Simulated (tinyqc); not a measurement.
p-n diode with diffusion and depletion-layer recombination: two steps of the calculation.

Abrupt junction in the depletion approximation, low injection, full ionisation, neutral widths fixed, ohmic contact on the p side. Vj is the junction voltage; where a series resistance Rs is given, V = Vj + J Rs is the terminal voltage.

Inputs (values chosen for the exercise); band and dielectric values close to those of silicon: temperature T = 293 K; band gap Eg = 1.14 eV; relative permittivity eps_r = 11.6; conduction-band density of states at T Nc = 2.69e19 cm^-3; valence-band density of states at T Nv = 2.61e19 cm^-3; acceptor density Na = 2.1e18 cm^-3; donor density Nd = 1.2e17 cm^-3; electron lifetime tn = 2e-6 s; hole lifetime tp = 5e-7 s; series resistance Rs = 0.011 ohm cm^2; trap level above the intrinsic level Et = 0 eV; junction voltage at which recombination is evaluated Vj = 0.45 V; terminal voltage V = 0.75 V.

Constants: q = 1.602176634e-19 C, kB = 1.380649e-23 J/K, Vt = kB T/q, eps0 = 8.8541878128e-14 F/cm where lengths are in cm. Results are converted to the units shown.

Task 1. Recombination in the depleted layer. ni = sqrt(Nc Nv) exp(-Eg/(2 Vt)), Eg in volts. Vbi = Vt ln(Na Nd/ni^2), W = sqrt(2 eps0 eps_r (Vbi - Vj)(1/Na + 1/Nd)/q), xp = W Nd/(Na + Nd), xn = W Na/(Na + Nd); u(x) = q Na (x + xp)^2/(2 eps0 eps_r) for x < 0 and Vbi - Vj - q Nd (xn - x)^2/(2 eps0 eps_r) for x > 0; p = Na exp(-u/Vt), n = Nd exp((u - Vbi + Vj)/Vt); U = ni^2 (exp(Vj/Vt) - 1)/(tp (n + ni exp(Et/Vt)) + tn (p + ni exp(-Et/Vt))); J_scr = q times the integral of U from -xp to xn. Trapezoid rule on 15 equal steps.

Find: W; x; u; n; p; U; J_scr.

Result 1.

W = 74.37 nm

```
point  x (nm)   u (V)  n (cm^-3)  p (cm^-3)  U (cm^-3 s^-1)
0       -4.02  0.0000    4.526e8   2.100e18        2.263e14
1        0.94  0.0387    2.100e9   4.527e17        1.050e15
2        5.90  0.1009   2.459e10   3.866e16        1.229e16
3       10.85  0.1584   2.400e11   3.961e15        1.200e17
4       15.81  0.2113   1.952e12   4.871e14        9.748e17
5       20.77  0.2596   1.323e13   7.186e13        6.323e18
6       25.73  0.3033   7.472e13   1.272e13        1.513e19
7       30.69  0.3425   3.518e14   2.702e12        5.243e18
8       35.65  0.3770   1.380e15   6.887e11        1.375e18
9       40.60  0.4069   4.513e15   2.106e11        4.212e17
10      45.56  0.4322   1.230e16   7.731e10        1.546e17
11      50.52  0.4529   2.792e16   3.404e10        6.808e16
12      55.48  0.4690   5.284e16   1.799e10        3.598e16
13      60.44  0.4805   8.334e16   1.141e10        2.281e16
14      65.39  0.4874   1.095e17    8.677e9        1.735e16
15      70.35  0.4897   1.200e17    7.921e9        1.584e16
```

J_scr = 2.376e-6 A/cm^2

Task 2. New Vj. Diffusion current alone: J = J0 (exp(Vj/Vt) - 1), g = Vj + J Rs - V, g' = 1 + Rs J0 exp(Vj/Vt)/Vt, Vj(new) = Vj - g/g'.

Vj after iteration 1 = 0.73140085 V
J0 = J0n + J0p = 8.0739627e-13 A/cm^2

Wanted: J; g; g'; Vj after iteration 2.

Result 2.

J = 3.0735 A/cm^2
g = 0.015209 V
g' = 2.3390
Vj after iteration 2 = 0.72490 V

Computed by the program tinyqc: `OMP_NUM_THREADS=1 python tinyqc.py 2260024 2260025 out.jsonl`, one thread of a shared Intel Xeon 2.30GHz, about 0.01 s for the whole run.
